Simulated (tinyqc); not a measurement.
Strain and the order of the valence edges: six-band k.p model of the valence band of a wurtzite crystal.

At k = 0: E1 = D1c + D2c + Te + Le (pure HH); E2, E3 = Le + u +/- sqrt(u^2 + 2 D3c^2), u = (D1c - D2c + Te)/2, D1c = Dcr, D2c = D3c = Dso/3. The weight of LH in state 2 is fL = (E2 - Le)^2/((E2 - Le)^2 + 2 D3c^2). Relative strengths of transitions to the conduction band: for E perpendicular to c (TE) 1/2, fL/2, (1 - fL)/2; for E along c (TM) 0, 1 - fL, fL, with one momentum element for both directions.

Strain of a c-plane layer: exx = eyy = e_par, ezz = -2 (C13/C33) e_par; Le = D1 ezz + D2 (exx + eyy), Te = D3 ezz + D4 (exx + eyy).

Conduction edge: Ec = (top of the unstrained valence band) + Eg + (a1 + D1) ezz + (a2 + D2)(exx + eyy).
Constants: kB = 8.617333262e-05 eV/K.

Inputs chosen for the exercise (near those of AlGaN; the results hold for these values, not for the real material):
```
symbol  value    unit  meaning
Dcr     -0.0995  eV    crystal-field splitting
Dso     0.0178   eV    spin-orbit splitting
Eg      5.198    eV    direct gap at Gamma from the top of the unstrained valence band
a1      -3.77    eV    gap potential along c
a2      -11.34   eV    gap potential in the plane
D1      -11.7    eV
D2      6.41     eV
D3      8.16     eV
D4      -3.95    eV
C13     111      GPa
C33     365      GPa
T       400      K     temperature
```

Edges from the unstrained top. Degree of polarisation (TE - TM)/(TE + TM), each state weighted by exp(E/kT) alone (equal densities of states).

Results:
```
e_par (%)  E1 (meV)  E2 (meV)  E3 (meV)     fL  lowest transition (eV)  polarisation
-2.00        -235.7    -247.1    -399.8  0.997                  5.4427         0.975
-1.50        -200.3    -211.4    -300.5  0.991                  5.4051         0.868
-1.00        -165.0    -174.1    -202.7  0.905                  5.3675         0.394
-0.50        -129.6     -98.7    -143.1  0.037                  5.2990        -0.465
0.00          -94.2       0.0    -106.8  0.006                  5.1980        -0.890
0.50          -58.9      99.4     -71.1  0.002                  5.0963        -0.981
1.00          -23.5     199.0     -35.7  0.001                  4.9945        -0.996
1.50           11.9     298.6      -0.2  0.001                  4.8926        -0.999
2.00           47.2     398.3      35.2  0.001                  4.7907        -0.999
```

E1 = E2 requires Dcr + Te = 0, which here falls at e_par = -0.77 %, inside the sweep: state 1 is on top for smaller e_par and state 2 beyond. The polarisation goes from +0.98 to -1.00 and changes sign between -1.00 and -0.50 %; the lowest transition moves by -163 meV per 1 % on average.

Program tinyqc; command `OMP_NUM_THREADS=1 python tinyqc.py 1051374 1051375 out.jsonl`; about 0.01 s on one thread of a shared Intel(R) Xeon(R) Processor @ 2.30GHz.
